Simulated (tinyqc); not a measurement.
What moves the results: six-band hole subbands of a thin body in a field. A value that a table varies takes the place of the one given here.

Basis X, Y, Z times spin, hole energies counted downwards from the unstrained edge (the hydrostatic shift is left out), c = hbar^2/2m0. For a symmetric tensor T let C(T) have C_XX = L Txx + M (Tyy + Tzz), C_XY = N Txy (cyclic), L = c (g1 + 4 g2), M = c (g1 - 2 g2), N = 6 c g3. k = q + kz n, n the unit normal, q = k1 u + k2 v with u along the channel [1-10] and v = n x u. H = C(k k^T) + (Dso/3)(1 - L.sigma) - B + e F z with (L_k)_ij = -i epsilon_kij; B is the block C built from the traceless strain with 2b, -b and sqrt(3) d in place of L, M, N. Strain: exx = eyy = (s11 + s12) sx/2, ezz = s12 sx, exy = -s44 sx/4. Hard walls at z = 0 and t; basis sin(j pi z/t), j = 1 to Nz: kz^2 = (j pi/t)^2, kz = -i D with D_jl = 4 j l/(t (j^2 - l^2)), z_jj = t/2 and z_jl = -8 t j l/(pi (j^2 - l^2))^2 for j + l odd; 1 MV/cm = 0.01 eV/angstrom.

Nz = 14. E1 is the top subband at q = 0, gap the distance to the next pair, and the masses are c q^2/(E(q) - E1) at |q| = 0.02 1/angstrom (mean of the spin pair) along the channel [1-10] and across it in the plane; a dash marks a band that does not rise.

Constants: hbar^2/2m0 = 3.80998211 eV angstrom^2.

Inputs chosen for the exercise (near those of a p-type Si channel; not measured data): g1 = 4.27 (Luttinger gamma1); g2 = 0.34 (gamma2); g3 = 1.45 (gamma3); Dso = 0.044 eV (spin-orbit splitting); b = -2.14 eV (tetragonal potential); d = -4.71 eV (trigonal potential); S = (7.77, -2.14, 12.56) 1/TPa (compliances s11, s12, s44); face = 111 (surface); t = 80 angstrom (body thickness); F = 0.5 MV/cm (field across the body); sx = 1 GPa (stress along the channel [1-10], negative in compression).

## Stress along the channel

Each row has its own sx.

Results:
```
sx (GPa)  E1 (meV)  gap (meV)  m channel  m across
-3.0          22.8       88.8      0.129     1.306
-2.0          58.3       88.7      0.134     1.203
-1.0          92.9       61.1      0.146     0.930
-0.5         108.5       38.2      0.168     0.632
0.0          118.6       26.3      0.285     0.288
0.5          117.0       37.6      0.527     0.174
1.0          109.7       59.9      0.606     0.159
```

Under 2 GPa of compression the channel mass goes from 0.285 to 0.134 m0, the mass across from 0.288 to 1.203; the gap to the next subband is 89, 26 and 60 meV at -2, 0 and +1 GPa. The lightest channel mass of the table, 0.129 m0, is at -3.0 GPa.

## Surface orientation and number of bands

Three faces, six bands; and four bands, with Dso set to 1000 eV.

Results:
```
case           E1 (meV)  gap (meV)  m channel  m across
(001) 6 bands     154.8       25.4      3.146     0.226
(001) 4 bands     158.0       29.5      1.823     0.185
(110) 6 bands     116.0       36.4      0.120     0.282
(110) 4 bands     139.0       52.0      0.165     0.312
(111) 6 bands     109.7       59.9      0.606     0.159
(111) 4 bands     124.4       72.0      0.223     0.177
```

With six bands the top subband is shallowest on (111) (109.7 meV) and deepest on (001). Without the stress E1 would be 163.5, 81.1 and 118.6 meV, so the stress moves it by -8.7, 34.9 and -8.9 meV. The lightest channel mass is on (110) (0.120 m0). Dropping the split-off band moves E1 by 3.2, 23.0 and 14.7 meV and the gap by 4.1, 15.6 and 12.1 meV on the three faces, with Dso = 44 meV.

## What each parameter does

Six bands. Each row changes one parameter from the base and keeps the others.

Results:
```
case             E1 (meV)  gap (meV)  m channel (m0)  m across (m0)
base                109.7       59.9           0.606          0.159
t = 70 angstrom     109.7       59.9           0.607          0.159
F = 0.8 MV/cm       153.6       61.1           0.649          0.160
sx = 0.5 GPa        117.0       37.6           0.527          0.174
g3 = 1.35           115.1       59.2           0.495          0.153
g2 = 0.39           109.7       59.9           0.590          0.156
Dso = 0.066 eV      112.6       63.1           0.530          0.162
d = -3.77 eV        110.9       54.2           0.594          0.160
```

The largest shifts from the base row, up to three for each result and ties (the steps differ in size, so this ranks the rows, not the parameters). E1 (meV): F +43.8, sx +7.3, g3 +5.4; unchanged at the printed digits by t and g2. gap (meV): sx -22.2, d -5.6, Dso +3.2; unchanged at the printed digits by t and g2. m channel (m0): g3 -0.111, sx -0.079, Dso -0.077. m across (m0): sx +0.015, g3 -0.005, Dso +0.004; unchanged at the printed digits by t.

Run: tinyqc, `OMP_NUM_THREADS=1 python tinyqc.py 1282647 1282648 out.jsonl`; Intel(R) Xeon(R) Processor @ 2.30GHz, one thread, shared host; about 0.3 s of CPU time with all checks.
